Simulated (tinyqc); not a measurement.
# Slope factor and drain-induced lowering from three currents

Question. With source and body at 0 V, I = A exp((Vg + dd Vd)/(nf Vt)) (1 - exp(-Vd/Vt)). Find nf, the swing nf Vt ln 10 and dd.

Parameters, values chosen for the exercise:
- T = 398 K (temperature)

Constants: q = 1.602176634e-19 C, kB = 1.380649e-23 J/K, Vt = kB T/q. Results are converted to the units shown.

currents at (Vg, Vd) = (0, 0.05), (0, 1.2) and (0.09, 1.2) V (nA/um): [0.029361953, 0.16237514, 1.5594627]

Solution. The pair at equal Vd gives nf; the pair at equal Vg, after dividing out the factors 1 - exp(-Vd/Vt), gives dd.

nf = 1.160
swing = 91.61 mV/decade
dd = 0.05000

Numbers from tinyqc (`OMP_NUM_THREADS=1 python tinyqc.py 2242078 2242079 out.jsonl`; about 0.03 s on one thread of a shared Intel Xeon 2.30GHz).
